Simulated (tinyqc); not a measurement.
Transfer length from front and end resistance.

Inverse problem. A contact of length d and width W has Rc = (Rsh Lt/W) coth(d/Lt) and Re = (Rsh Lt/W)/sinh(d/Lt), with Rsh the sheet resistance under the metal and Lt = sqrt(rc/Rsh). Find Lt, Rsh and rc.

Values chosen for this exercise: contact length d = 0.0088 um; contact width W = 9.9 um.

Rc = 45.150364 ohm
Re = 44.573826 ohm

Answer. Rc/Re = cosh(d/Lt) gives Lt, and Re then gives Rsh.

Lt = 0.05477 um
Rsh = 1300 ohm/sq
rc = 3.900e-8 ohm cm^2

Numbers from tinyqc (`OMP_NUM_THREADS=1 python tinyqc.py 2760016 2760017 out.jsonl`; about 0.01 s on one thread of a shared Intel Xeon 2.30GHz).
